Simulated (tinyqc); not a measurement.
Schottky emission and Poole-Frenkel conduction in an insulator, and how to tell them apart: activation energy against field.

Schottky emission (electrode-limited): J = As T^2 exp[-(pb - b sqrt(F))/Vt], b = sqrt(q/(4 pi eps0 ei)). Poole-Frenkel emission (bulk-limited): J = s0 F exp[-(pt - 2 b sqrt(F))/Vt]. F in V/cm.

The activation energy is -d ln J/d(q/kB T) at fixed F.

Parameters, values chosen for the exercise; dielectric values close to those of aluminium oxide:
- T = 400 K (temperature)
- ei = 3.39 (high-frequency relative permittivity)
- pt = 1.18 eV (trap depth)
- s0 = 0.088 S/cm (Poole-Frenkel prefactor)
- pb = 1.56 eV (electrode barrier)
- As = 46 A/(cm^2 K^2) (Richardson constant)

Constants: q = 1.602176634e-19 C, kB = 1.380649e-23 J/K, Vt = kB T/q, eps0 = 8.8541878128e-14 F/cm where lengths are in cm. Results are converted to the units shown.

Results:
```
F (MV/cm),sqrt(F) ((V/cm)^0.5),"J, Schottky (A/cm^2)",its Ea (eV),"J, Poole-Frenkel (A/cm^2)",its Ea (eV)
0.2,447.2,2.361e-12,1.537,5.021e-9,0.9957
0.81,900.0,3.538e-11,1.443,4.568e-6,0.8090
2.04,1428,8.330e-10,1.335,0.006376,0.5913
2.66,1631,2.798e-9,1.293,0.09382,0.5077
3.27,1808,8.081e-9,1.256,0.9618,0.4346
3.89,1972,2.154e-8,1.222,8.132,0.3670
4.5,2121,5.251e-8,1.192,55.89,0.3056
```

Estimate the missing row, F = 1.43 MV/cm.

Computed row:
```
F (MV/cm),sqrt(F) ((V/cm)^0.5),"J, Schottky (A/cm^2)",its Ea (eV),"J, Poole-Frenkel (A/cm^2)",its Ea (eV)
1.43,1196,2.075e-10,1.382,2.773e-4,0.6871
```

With this row back in the table: Both activation energies fall linearly in sqrt(F), the Poole-Frenkel one twice as fast (0.996 to 0.306 eV against 1.54 to 1.19 eV). They extrapolate to pt = 1.18 eV and to pb + 2 kB T = 1.63 eV, the 2 kB T coming from the T^2. The Schottky current is the smaller one in every row. For F = 2.66, 3.27, 3.89, 4.5 a Fowler-Nordheim estimate for tunnelling through pb with a mass of 0.4 m0 exceeds the Schottky current, so tunnelling, left out here, would compete.

Numbers from tinyqc (`OMP_NUM_THREADS=1 python tinyqc.py 2370107 2370108 out.jsonl`; about 0.01 s on one thread of a shared Intel Xeon 2.30GHz).
